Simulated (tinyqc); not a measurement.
# Worked calculation: MOSFET in saturation, small-signal circuit and noise

Computed by the program tinyqc: `OMP_NUM_THREADS=1 python tinyqc.py 2150122 2150123 out.jsonl`, one thread of a shared Intel Xeon 2.30GHz, about 0.01 s for the whole run. Printed values are rounded.

Bias by the inversion coefficient IC = I/Ispec (charge-based model with velocity saturation; weak inversion below 0.1, strong above 10). Common-source circuit: gm, gds, Cgs, Cgd and Cj at the inner nodes, Rg in series with the gate; quasi-static, no source or drain resistance, no gate-body capacitance, no substrate network, no induced gate noise, so fmax is an upper estimate.

Values chosen for this exercise: temperature T = 325 K; gate length L = 350 nm; total gate width W = 20 um; gate capacitance Cox = 1.57 uF/cm^2; mobility mu = 390 cm^2/(V s); slope factor n = 1.31; velocity-saturation length Ls = 20 nm; ratio gds/gm sg = 0.0066; overlap and fringe capacitance per side Cov = 0.45 fF/um; drain junction capacitance Cj = 0.88 fF/um; sheet resistance of the gate Rsh = 5 ohm; finger width Wf = 0.5 um; gate contact and vertical resistance Rc = 50 ohm um; inversion coefficient IC = 20; short-channel excess of the noise factor gw = 0.07; oxide trap density Nt = 4.5e17 cm^-3 eV^-1; tunnelling length into the oxide lt = 0.1 nm; Coulomb scattering coefficient ac = 10000 V s/C; signal frequency f = 2 GHz.

Constants: q = 1.602176634e-19 C, kB = 1.380649e-23 J/K, Vt = kB T/q. Results are converted to the units shown.

Range of the model: fmax exceeds 4 fT, where channel resistance and substrate losses, left out here, would cap it.

## Current, transconductance and gain

Ispec = 2 n mu Cox (W/L) Vt^2, lc = Ls/L, gms = [sqrt((lc IC + 1)^2 + 4 IC) - 1]/[2 + lc (lc IC + 1)], gm = gms Ispec/(n Vt), gds = sg gm.

Ispec = 71.9018 uA
I = 1438.04 uA
gms = 3.86223
gm = 7.56921 mS
gds = 0.0499568 mS
gm/I = 5.26357 1/V

gm/I is 19.3 % of its weak-inversion limit 1/(n Vt); without velocity saturation (lc = 0) gms would be 4.00.

## Capacitances, gate resistance and cut-off frequencies

qs = [sqrt(1 + 4 IC) - 1]/2, Cgs = Cox W L qs (2 qs + 3)/(3 (qs + 1)^2) + Cov W, Cgd = Cov W, Cd = Cj W, Rg = Rsh (Wf/L)/(12 Nf) + Rc/W with Nf = W/Wf fingers (not rounded) contacted at both ends. fT = gm/(2 pi (Cgs + Cgd)), fmax = fT/(2 sqrt(Rg (gds + 2 pi fT Cgd))).

Cgs = 73.4747 fF
Cgd = 9 fF
Cd = 17.6 fF
Rg = 2.51488 ohm
fT = 14.6066 GHz
fmax = 155.605 GHz

Overlap and fringe make up 21.8 % of the gate capacitance; fmax is 10.7 times fT.

## Admittance matrix

Inner admittances at w = 2 pi f: y11 = i w (Cgs + Cgd), y12 = -i w Cgd, y21 = gm - i w Cgd, y22 = gds + i w (Cgd + Cd). Invert to Z, add Rg to Z11 and invert back to Y.

inner y (mS):
```
                  1                 2
1  0.00000+1.03641i  0.00000-0.11310i
2  7.56921-0.11310i  0.04996+0.33427i
```

Y with Rg (mS):
```
                  1                  2
1  0.00270+1.03640i  -0.00029-0.11310i
2  7.56886-0.13283i   0.04999+0.33642i
```

## Current gain and unilateral power gain

|h21| = |Y21/Y11|; U = |Y21 - Y12|^2/(4 [Re Y11 Re Y22 - Re Y12 Re Y21]). Extrapolated at 20 dB a decade: f |h21| and f sqrt(U).

|h21| = 7.30413
U = 6053.23
f |h21| = 14.6083 GHz
f sqrt(U) = 155.605 GHz

f |h21| is 0.011 % above the formula for fT, and f sqrt(U) within 0.01 % of that for fmax.

## Noise at the gate

Channel noise Sid = 4 kB T gam n gm with gam = (1/2 + (2/3) qs)/(1 + qs) + gw lc IC, qs = [sqrt(1 + 4 IC) - 1]/2, lc = Ls/L (the last term an empirical rise with velocity saturation); at the gate, white noise Sw = Sid/gm^2 + 4 kB T Rg. Number fluctuation with correlated mobility: S(f) = K/f, K = q^2 Vt lt Nt/(W L Cox^2) (1 + ac mu Cox I/gm)^2, Vt in eV with Nt per eV. Corner fc = K/Sw. Full shot noise would be 2 q I.

gam = 0.713333
Sid = 1.26952e-22 A^2/Hz
Sid/(2 q I) = 0.275506
sqrt(Sw) = 1.50366 nV/Hz^0.5
K = 8.77440e-11 V^2
fc = 38.8078 MHz

The gate resistance gives 2.0 % of the white noise power.
